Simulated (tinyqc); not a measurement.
Reverse leakage of an n+-p junction: diffusion, generation, trap-assisted and band-to-band tunnelling: one step of the calculation.

One-sided abrupt junction in the depletion approximation, x from the junction (0) to W on the p side, field F = F0 (1 - x/W). Flat quasi-Fermi levels, long p side. Traps generate through SRH with both lifetimes shortened by 1 + Gamma (Hurkx enhancement, form for moderate fields); band-to-band generation is local and needs a total bending above Eg.

Question. Field, scales and diffusion current. ni = sqrt(Nc Nv) exp(-Eg/(2 Vt)), Eg in volts; Vbi = Vt ln(Na Nd/ni^2); W = sqrt(2 eps0 eps_r (Vbi + VR)/(q Na)); F0 = 2 (Vbi + VR)/W; FG = sqrt(24 mt m0 (kB T)^3)/(q hbar); J_diff = q ni^2 sqrt(Dn/tau)(1 - exp(-VR/Vt))/Na.

Parameters, values chosen for the exercise; band and dielectric values close to those of silicon:

| symbol | value | unit | meaning |
|---|---|---|---|
| T | 358 | K | temperature |
| Eg | 1.14 | eV | band gap |
| eps_r | 11.8 |  | relative permittivity |
| Nc | 3.68e19 | cm^-3 | conduction-band density of states at T |
| Nv | 3.4e19 | cm^-3 | valence-band density of states at T |
| Na | 2.3e16 | cm^-3 | acceptor density of the lighter side |
| Nd | 1e20 | cm^-3 | donor density of the heavier side |
| tau | 3e-6 | s | SRH lifetime of both carriers at zero field |
| mt | 0.25 | m0 | tunnelling mass |
| Dn | 6.2 | cm^2/s | electron diffusion coefficient on the lighter side |
| VR | 2.8 | V | reverse bias |

Constants: q = 1.602176634e-19 C, kB = 1.380649e-23 J/K, hbar = 1.054571817e-34 J s, m0 = 9.1093837015e-31 kg, Vt = kB T/q, eps0 = 8.8541878128e-14 F/cm where lengths are in cm. Results are converted to the units shown.

Find: ni; Vbi; W; F0; FG; J_diff.

Answer.

ni = 3.3453e11 cm^-3
Vbi = 0.94568 V
W = 460.87 nm
F0 = 162.55 kV/cm
FG = 480.82 kV/cm
J_diff = 1.1207e-9 A/cm^2

Range of the model: The n+ side is degenerate, so Vbi from Boltzmann statistics is only a guide.

tinyqc, about 0.01 s, one thread, Intel Xeon 2.30GHz (shared host): `OMP_NUM_THREADS=1 python tinyqc.py 2290103 2290104 out.jsonl`
